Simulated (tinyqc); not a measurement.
Small-signal admittance of a forward-biased p+-n diode: admittance against frequency.

Holes injected into a neutral base of width wb with an ohmic contact at its end; low injection, p0 far above the equilibrium density. A small voltage v exp(i w t), w = 2 pi f, modulates the edge density by p0 v/Vt, and the small-signal density obeys Dp d2p/dx2 = (1/tau + i w) p.

L = sqrt(Dp tau); direct current J = (q Dp p0/L) coth(wb/L); k = sqrt(1 + i w tau)/L; diffusion admittance Y = (q Dp p0/Vt) k coth(k wb) = G + i w C_diff; junction capacitance C_j = sqrt(q eps0 eps_r Nd/(2 Vr)) in the depletion approximation, with the remaining barrier Vr = Vt ln(Na/p0), a rough value under forward bias; base-width modulation is left out. Measured admittance 1/[Rs + 1/(Y + i w C_j)].

Inputs (values chosen for the exercise); permittivity close to that of gallium arsenide:
```
symbol    value      unit                                   meaning
T           300         K                               temperature
eps_r      12.9                               relative permittivity
Nd       3.2e15     cm^-3                 donor density of the base
Dp          6.1    cm^2/s                hole diffusion coefficient
tau        3e-9         s                             hole lifetime
wb          0.3        um                 width of the neutral base
p0       3.8e12     cm^-3  excess hole density at the junction edge
Na         1e20     cm^-3           acceptor density of the p+ side
Rs      0.00029  ohm cm^2                         series resistance
```

Constants: q = 1.602176634e-19 C, kB = 1.380649e-23 J/K, Vt = kB T/q, eps0 = 8.8541878128e-14 F/cm where lengths are in cm. Results are converted to the units shown.

The same in every row: C_j (uF/cm^2) = 0.02575.

Results:

| f (Hz) | w tau | G (S/cm^2) | C_diff (uF/cm^2) | measured G (S/cm^2) | measured C (uF/cm^2) | phase of the measured Y (degrees) |
|---|---|---|---|---|---|---|
| 7e6 | 0.1319 | 4.867 | 2.340e-4 | 4.860 | 0.02591 | 13.19 |
| 1e8 | 1.885 | 4.868 | 2.340e-4 | 4.938 | 0.02591 | 73.12 |
| 5e8 | 9.425 | 4.889 | 2.337e-4 | 6.805 | 0.02589 | 85.22 |
| 2e9 | 37.70 | 5.216 | 2.291e-4 | 35.70 | 0.02567 | 83.68 |
| 9e9 | 169.6 | 9.358 | 1.735e-4 | 533.2 | 0.02185 | 66.66 |
| 4e10 | 754.0 | 20.63 | 8.194e-5 | 2687 | 0.005669 | 27.94 |
| 2e11 | 3770 | 46.11 | 3.668e-5 | 3409 | 2.887e-4 | 6.074 |
| 6e11 | 1.131e4 | 79.86 | 2.118e-5 | 3444 | 3.243e-5 | 2.033 |

Estimate the missing row, f = 3e7 Hz.

Computed row:

| f (Hz) | w tau | G (S/cm^2) | C_diff (uF/cm^2) | measured G (S/cm^2) | measured C (uF/cm^2) | phase of the measured Y (degrees) |
|---|---|---|---|---|---|---|
| 3e7 | 0.5655 | 4.867 | 2.340e-4 | 4.867 | 0.02591 | 45.10 |

With this row back in the table: G starts at J/Vt = 4.87 S/cm^2 and C_diff at (J tau/(2 Vt))(1 - 2 x/sinh 2x) = 2.34e-4 uF/cm^2, x = wb/L = 0.222. Between the last two rows G goes as f^(0.50) and C_diff as f^(-0.50); the limits are 1/2 and -1/2, reached when the signal penetrates only sqrt(Dp/w). The measured C is 0.28 % below C_diff + C_j in the first row and 100 % below it in the last, the difference being due to Rs.

Numbers from tinyqc (`OMP_NUM_THREADS=1 python tinyqc.py 2890177 2890178 out.jsonl`; about 0.01 s on one thread of a shared Intel Xeon 2.30GHz).
